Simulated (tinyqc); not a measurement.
## Planar ballistic transistor, top-of-the-barrier model: effect of the effective mass

At the top of the source barrier, states moving towards the drain are filled by the source (Fermi level 0) and states moving back by the drain (Fermi level -q Vd); nothing scatters. U is the shift of the band edge there, set by the capacitances CG, CD and CS (the total) and by the charge. Parabolic two-dimensional band; the source is grounded.

N0 = gv m kB T/(pi hbar^2), CG = eps0 eox/tox, vT = sqrt(2 kB T/(pi m)), CS = CG/aG, n0 = n at U = 0 and Vd = 0. eta1 = -(E0 + U)/Vt, eta2 = eta1 - Vd/Vt, n = (N0/2)[F_0(eta1) + F_0(eta2)], F_0(x) = ln(1 + exp x). U = UL + q (n - n0)/CS with UL = -(aG Vg + aD Vd), energies in eV. I = q (N0/2) vT [F_(1/2)(eta1) - F_(1/2)(eta2)] per width, F_(1/2)(x) = (2/sqrt(pi)) int_0^infinity u^(1/2)/(1 + exp(u - x)) du. CQ = (q/Vt) dn/d(eta1). E0 is held fixed.

Inputs (values chosen for the exercise); mass and valleys close to those of germanium: temperature T = 150 K; valley degeneracy gv = 4; relative permittivity of the gate insulator eox = 16; insulator thickness tox = 1.5 nm; gate control CG/CS aG = 0.76; drain control CD/CS aD = 0.064; band edge at the barrier top above the source Fermi level at zero bias E0 = 0.26 eV; gate voltage Vg = 0.7 V; drain voltage Vd = 0.7 V.

Constants: q = 1.602176634e-19 C, kB = 1.380649e-23 J/K, hbar = 1.054571817e-34 J s, m0 = 9.1093837015e-31 kg, Vt = kB T/q, eps0 = 8.8541878128e-14 F/cm where lengths are in cm. Results are converted to the units shown.

Results:
```
m (m0)   eta1  n (cm^-2)  I (uA/um)  mean velocity I/(q n) (cm/s)   CQ/CS
0.02    20.16   4.355e12       6360                       9.115e7  0.2154
0.032   18.23   6.299e12       6918                       6.855e7  0.3447
0.05    15.93   8.601e12       7074                       5.133e7  0.5386
0.08    13.16   1.137e13       6738                       3.697e7  0.8617
0.2     7.770   1.678e13       4896                       1.821e7   2.153
0.32    5.508   1.905e13       3774                       1.237e7   3.433
0.5     3.820   2.074e13       2850                       8.575e6   5.270
0.8     2.476   2.209e13       2100                       5.934e6   7.949
```

Estimate the missing row, m = 0.13 m0.

Computed row:
```
m (m0)   eta1  n (cm^-2)  I (uA/um)  mean velocity I/(q n) (cm/s)  CQ/CS
0.13    10.21   1.433e13       5895                       2.567e7  1.400
```

With this row back in the table: As m goes from 0.02 to 0.8 m0, n rises from 4.36e12 to 2.21e13 cm^-2, the mean velocity falls from 9.11e7 to 5.93e6 cm/s and the current goes from 6360 through a maximum of 7070 (at m = 0.05 m0 among the rows listed) to 2100 uA/um. CQ/CS goes from 0.22 to 7.9. A light mass gives fast carriers but too few states, a heavy one charge but slow carriers, hence the maximum between.

Computed by the program tinyqc: `OMP_NUM_THREADS=1 python tinyqc.py 2400011 2400012 out.jsonl`, one thread of a shared Intel Xeon 2.30GHz, about 0.01 s for the whole run.
